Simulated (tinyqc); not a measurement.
## Conductivities from two wire lengths

Inverse problem. A wire with uniform heating p0 per length and ends at the substrate temperature has theta(L/2) = (p0/g)[1 - 1/cosh(L/(2 LH))], LH = sqrt(kap A/g). Find LH, g and kap.

Inputs (values chosen for the exercise):
```
symbol,value,unit,meaning
A,440,nm^2,cross-section
p0,0.062,uW/nm,peak heating per length
```

theta at the middle for L = 770 and 1540 nm (K): [81.417328, 169.21415]

Answer. With c = cosh(L1/(2 LH)) the longer wire has 2 c^2 - 1. The ratio of the two rises falls steadily from 4 to 1 as c grows, so it fixes c; g and kap follow.

LH = 383.0 nm
g = 0.2700 W/(m K)
kap = 90.00 W/(m K)

Program tinyqc, `OMP_NUM_THREADS=1 python tinyqc.py 2520067 2520068 out.jsonl`; Intel Xeon 2.30GHz, shared host, one thread, about 0.01 s.
